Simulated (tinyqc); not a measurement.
Space-charge-limited current with shallow traps: effect of the thickness.

One carrier type, drift only, an injecting contact at x = 0 (zero field) and thickness L. The share th = y/(1 + y), y = (Nc/Nt) exp(-Et/kB T), of the injected charge is free: J = q mu n F, eps0 eps_r dF/dx = q (n - n0)/th.

Ohmic J = q n0 mu V/L; Mott-Gurney J = (9/8) th eps0 eps_r mu V^2/L^3; they cross at Vx = 8 q n0 L^2/(9 th eps0 eps_r); traps fill at V_TFL = q Nt L^2/(2 eps0 eps_r). Exact: with u = n0/n(L), w = -u - ln(1 - u) and v = -u - u^2/2 - ln(1 - u), V = (q n0 L^2/(th eps0 eps_r)) v/w^2 and J = q^2 n0^2 mu L/(th eps0 eps_r w).

Inputs (values chosen for the exercise): temperature T = 350 K; relative permittivity eps_r = 15.6; mobility mu = 14 cm^2/(V s); band density of states Nc = 9.7e20 cm^-3; trap density Nt = 5.4e16 cm^-3; trap depth Et = 0.51 eV; free carrier density in equilibrium n0 = 4.8e11 cm^-3; voltage V = 37 V.

Constants: q = 1.602176634e-19 C, kB = 1.380649e-23 J/K, Vt = kB T/q, eps0 = 8.8541878128e-14 F/cm where lengths are in cm. Results are converted to the units shown.

Effect of the thickness:

| L (nm) | J (A/cm^2) | ohmic (A/cm^2) | Mott-Gurney (A/cm^2) | d ln J/d ln V |
|---|---|---|---|---|
| 560 | 138.5 | 0.7114 | 138.0 | 1.996 |
| 850 | 39.80 | 0.4687 | 39.45 | 1.991 |
| 1300 | 11.26 | 0.3064 | 11.03 | 1.979 |
| 1900 | 3.690 | 0.2097 | 3.532 | 1.957 |
| 2900 | 1.098 | 0.1374 | 0.9934 | 1.904 |
| 4400 | 0.3541 | 0.09054 | 0.2844 | 1.798 |
| 6600 | 0.1320 | 0.06036 | 0.08427 | 1.622 |

What does the table show?

J falls from 138 to 0.132 A/cm^2, as L^(-2.99) between the first two rows and L^(-2.43) between the last two (space charge -3, ohmic -1). The thickness law marks a bulk-limited current; an electrode-limited one depends on V/L alone. For L = 560, 850, 1300 V exceeds half of V_TFL, which goes as L^2, so trap filling, left out here, would raise the current.

Range of the model: Diffusion and a field-dependent mobility are left out. With injecting contacts the diffusion current, about 4 pi^2 Vt th eps0 eps_r mu V/L^3, equals the Mott-Gurney current at V = 35 kB T/q (0.9 V at 300 K), so the drift-only result needs V well above that.

Computed by the program tinyqc: `OMP_NUM_THREADS=1 python tinyqc.py 2370105 2370106 out.jsonl`, one thread of a shared Intel Xeon 2.30GHz, about 0.01 s for the whole run.
